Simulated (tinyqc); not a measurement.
# Potential-pH (Pourbaix) lines of a metal, its cation, its oxide and an oxyanion, with a complexing ligand, step by step

A worked calculation. Computed by tinyqc, a small Python program that keeps every step. Command: `OMP_NUM_THREADS=1 python tinyqc.py 3006662 3006663 out.jsonl pourb walk`. One thread of a shared host (Intel(R) Xeon(R) Processor @ 2.30GHz), about 0.01 s of CPU time with the checks. Intermediate numbers are printed to about 5 digits and carried at full precision; extremes and crossings named in words are read from the listed rows.

Potentials are against the standard hydrogen electrode; solids and water have unit activity; dG_f of M, H+ and the electron is zero; F = e N_A and s = R T ln(10)/F. The cation carries z = 2.

Inputs (values chosen for the exercise, modelled on zinc):
```
quantity,value,unit
dG_f of the cation,-144.5,kJ/mol
dG_f of the oxide,-322.15,kJ/mol
dG_f of the oxyanion,-385.16,kJ/mol
dG_f of water,-237.14,kJ/mol
temperature T,298.15,K
log10 of the dissolved activity a,-6,-
pH,2.4,-
potential E,0.4,V
log10 of the stability constant beta of ML,13,-
pKa of HL,8.3,-
total ligand c_L,0.0066,mol/L
limiting current density i_L,0.0003,A/cm^2
molar volume V_m,9.16,cm^3/mol
```

Species: M, M2+, MO, MO2(2-).

exchange current densities, metal and cathodic (A/cm^2): [5.2e-06, 2.1e-12]

Tafel slopes, anodic and cathodic (mV/decade): [85, 145]

Constants: R = 8.314462618 J/(mol K); e = 1.602176634e-19 C; N_A = 6.02214076e+23 1/mol.

## Standard potentials

M2+ + 2e = M; MO + 2H+ + 2e = M + H2O; MO2(2-) + 4H+ + 2e = M + 2H2O. For each, E0 = -dG/(z F), and E = E0 + (s/z) log10 a - (s n_H/z) pH, with no activity term for the oxide.

s = 0.059159 V

E0 (V): cation -0.74882, oxide -0.44053, oxyanion 0.46183

The metal is less noble than hydrogen.

## Vertical lines

Two oxidised species coexist where their lines against the metal cross: pH1 (cation/oxide) = [E0(oxide) - E0(cation)]/s - (log10 a)/z; pH2 (oxide/oxyanion) = {[E0(oxyanion) - E0(oxide)]/s + (log10 a)/z}/(4/z - 1).

pH1 = 8.2111

pH2 = 12.253

width of the oxide field, pH2 - pH1 = 4.0420

The oxide is stable from pH 8.21 to 12.25; each decade less of dissolved metal narrows this field by 1.00 pH units.

## The stable species at (pH, E)

The metal is stable below the lowest of the three lines; above it, the species of the lowest line is stable. Water lines at 1 bar: hydrogen E = -s pH, oxygen E = -dG_f(water)/(2F) - s pH.

lines at this pH (V): cation -0.92630, oxide -0.58252, oxyanion 0.00039

upper limit of immunity = -0.92630 V

hydrogen line = -0.14198 V

oxygen line = 1.0869 V

E above the limit of immunity = 1.3263 V

Stable here: the cation (corrosion). Water itself can oxidise the metal at this pH. Caution: other oxidation states, hydroxides and hydrides are left out, and the lines say nothing of rates.

## A complexing ligand

The free ligand is c_L/(1 + 10^(pKa - pH)) (ligand in excess); dissolved metal is a in all, so the free cation is a/alpha, alpha = 1 + beta [L]; the cation line drops by (s/z) log10 alpha.

free ligand = 8.3089e-09 mol/L

log10 alpha = 4.9195

cation line with ligand = -1.0718 V

that line less the oxide line = -0.48930 V

With the ligand the dissolved state lies below the oxide: the oxide dissolves at this pH.

## Mixed potential with oxygen reduction

Anodic i = i0a 10^((E - E_a)/b_a) with E_a the cation line with ligand; cathodic i = i0c 10^((E_c - E)/b_c) with E_c the oxygen line; supply caps the cathodic current, 1/i_c = 1/i(Tafel) + 1/i_L. E_corr makes the two currents equal. Without the cap it would be [b_c E_a + b_a E_c + b_a b_c log10(i0c/i0a)]/(b_a + b_c). Rate = i V_m/(z F). Films are left out.

E_corr without the cap = -0.61665 V

corrosion potential E_corr = -0.92212 V

corrosion current density = 3.0000e-04 A/cm^2

i/i_L = 1.00000

etch rate = 8.5443 nm/min

The current sits at the supply limit: stirring or more oxidant, not the ligand, sets the rate. Caution: E_corr lies below the hydrogen line, so hydrogen evolution, left out here, adds cathodic current.

## The diagram with and without ligand

The formulas are those given above.

Lines against the metal (V); the species with the lowest line is stable above it:
```
pH,cation,oxide,oxyanion,stable above,cation with ligand,"stable above, ligand"
0,-0.92630,-0.4405,0.2844,cation,-1.0009,dissolved
2,-0.92630,-0.5589,0.0477,cation,-1.0600,dissolved
4,-0.92630,-0.6772,-0.1889,cation,-1.1191,dissolved
5,-0.92630,-0.7363,-0.3072,cation,-1.1487,dissolved
6,-0.92630,-0.7955,-0.4256,cation,-1.1782,dissolved
7,-0.92630,-0.8546,-0.5439,cation,-1.2073,dissolved
8,-0.92630,-0.9138,-0.6622,cation,-1.2322,dissolved
9,-0.92630,-0.9730,-0.7805,oxide,-1.2440,dissolved
10,-0.92630,-1.0321,-0.8988,oxide,-1.2461,dissolved
12,-0.92630,-1.1504,-1.1355,oxide,-1.2463,dissolved
14,-0.92630,-1.2688,-1.3721,oxyanion,-1.2463,oxyanion
```

Without ligand the oxide holds 3 of the eleven rows (pH 9 to 12), with it 0. The ligand acts once beta [L] exceeds 1, from pH = pKa - log10(beta c_L) = -2.5 on, that is in all rows; its line then falls by at most s/z per pH unit and flattens beyond pKa, 0.320 V below the free cation at most. The oxide line falls faster, by s per pH unit.

Checks made by the program: the lines cross at pH1 and pH2 (relative difference below 1e-10).
